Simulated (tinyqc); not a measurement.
Superjunction drift layer against a plain one, charge balance: one step of the calculation.

Alternating n and p pillars of equal width wp, doping N and length Lp. When depleted, the lateral field peaks at Ex = q N wp/(2 eps0 eps_r) at the pillar junctions and a uniform vertical field Ey is added; breakdown is taken where Ex^2 + Ey^2 = Ef^2. Only the n pillars conduct, narrowed by the zero-bias depletion. A first-order model: the field peaks at the pillar ends are left out.

Task. Design of the pillars. Ex = a Ef gives N = 2 eps0 eps_r a Ef/(q wp); Ey = Ef sqrt(1 - a^2); Lp = BV/Ey; xd = sqrt(eps0 eps_r Vb/(q N)) on each side; Rsp = 2 Lp/(q mu(N) N (1 - 2 xd/wp)). mu(N) = mi + (mx - mi)/(1 + (N/Nr)^0.9).

Parameters, values chosen for the exercise; values close to those of silicon: relative permittivity of the semiconductor eps_r = 11.4; mobility at low doping mx = 1340 cm^2/(V s); mobility at high doping mi = 93.5 cm^2/(V s); reference doping of the mobility Nr = 1.3e17 cm^-3; wanted breakdown voltage BV = 470 V; width of each pillar wp = 3 um; critical field inside the pillars Ef = 0.3 MV/cm; lateral peak field as a share of Ef a = 0.66; built-in voltage of the pillar junctions Vb = 0.8 V.

Constants: q = 1.602176634e-19 C, eps0 = 8.8541878128e-14 F/cm where lengths are in cm. Results are converted to the units shown.

Give: N; Ey; Lp; xd; Rsp.

Result.

N = 8.316e15 cm^-3
Ey = 0.2254 MV/cm
Lp = 20.85 um
xd = 0.2462 um
Rsp = 3.012 mohm cm^2

The pillars have an aspect ratio of 6.95. Their doping is 16.4 times, and their Rsp 0.0951 times, that of the plain layer.

Program tinyqc, `OMP_NUM_THREADS=1 python tinyqc.py 2590110 2590111 out.jsonl`; Intel Xeon 2.30GHz, shared host, one thread, about 0.01 s.
